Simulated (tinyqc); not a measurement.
Thickness series: Landau-Devonshire theory of a uniaxial ferroelectric. Computed by tinyqc, a small Python program. Command: `OMP_NUM_THREADS=1 python tinyqc.py 3011762 3011763 out.jsonl ferro walk`. One thread of a shared host (Intel(R) Xeon(R) Processor @ 2.30GHz), about 0.01 s of CPU time with the checks.

G(P) = (alpha/2) P^2 + (beta*/4) P^4 + (gamma/6) P^6 - E P per volume, SI units, one domain, P along the polar axis, which is normal to the film.

Inputs (values chosen for the exercise, modelled on lead titanate):

| quantity | value | unit |
|---|---|---|
| alpha_0 | 795000 | J m/(C^2 K) |
| Curie-Weiss temperature T0 | 752 | K |
| beta | -2.89e+08 | J m^5/C^4 |
| gamma | 1.6e+09 | J m^9/C^6 |
| temperature T | 361 | K |
| misfit strain u_m | -0.0099 | - |
| electrostriction Q12 | -0.026 | m^4/C^2 |
| compliance s11 + s12 | 5.5e-12 | m^2/N |
| film thickness d | 6.2 | nm |
| screening length lambda | 0.004 | nm |
| background permittivity eps_b | 5 | - |
| series capacitance C_d | 5.8 | microfarad/cm^2 |

Sample: epitaxial film.

Constants: eps_0 = 8.8541878128e-12 F/m.

Method:
- alpha = alpha_0 (T - T0*), with clamping: T0* = T0 + 4 Q12 u_m/(alpha_0 (s11 + s12)), beta* = beta + 4 Q12^2/(s11 + s12).
- Ps^2 = [-beta* + sqrt(beta*^2 - 4 alpha gamma)]/(2 gamma).
- chi = 1/(eps_0 G''), G'' = alpha + 3 beta* P^2 + 5 gamma P^4 at Ps. Ps, chi and the coercive field are for perfect screening, without a depolarising field. The intrinsic coercive field is |alpha P + beta* P^3 + gamma P^5| at the P_c where G'' = 0. 1 C/m^2 = 100 microcoulomb/cm^2.
- Between shorted electrodes with screening length lambda each, the depolarising field is -k P, k = 2 lambda/(eps_0 (d + 2 lambda eps_b)), so alpha turns into alpha + k.
- The polar state is the lowest uniform state while alpha + k < 0 (beta* > 0) or < 3 beta*^2/(16 gamma) (beta* < 0); setting the equality gives the critical thickness d_c.
- Domains are left out, though they can pre-empt both the loss of P and the state at P = 0. The second and third columns are for the shorted capacitor, polar only where it is the lowest uniform state: alpha + k < 0 (beta* > 0) or < 3 beta*^2/(16 gamma) (beta* < 0). The last column is another circuit, the film in series with C_d at P = 0: 1/C = (alpha d)/(1 + alpha eps_0 eps_b) + 1/C_d, and P = 0 is locally stable while 1/C > 0; a dash marks the rest.

alpha = -4.98045e+08 J m/C^2

beta* = 2.02636e+08 J m^5/C^4

critical thickness d_c = 1.77415 nm

spontaneous polarisation Ps = 70.5820 microcoulomb/cm^2

Against thickness:

| d (nm) | P (microcoulomb/cm^2) | depolarising field (MV/m) | C of the stack / C_d |
|---|---|---|---|
| 1 | 0.000 | 0.00 | 1.0304 |
| 2 | 36.444 | 161.41 | 1.0628 |
| 3 | 54.459 | 161.86 | 1.0972 |
| 5 | 62.250 | 111.60 | 1.1733 |
| 8 | 65.704 | 73.84 | 1.3094 |
| 15 | 68.095 | 40.91 | 1.7956 |
| 30 | 69.367 | 20.86 | 8.7825 |
| 60 | 69.982 | 10.53 | - |
| 150 | 70.343 | 4.24 | - |

The polar state appears between 1 and 2 nm (d_c = 1.77 nm), and at 150 nm P is 99.7 % of Ps. The stack exceeds C_d wherever it is stable, up to 8.78 times: the ferroelectric held at P = 0 acts as a negative capacitance. Caution: far below T0* the expansion with linear alpha(T) is only a fit.

Extremes, crossings and ranges named in words are read from the listed rows.
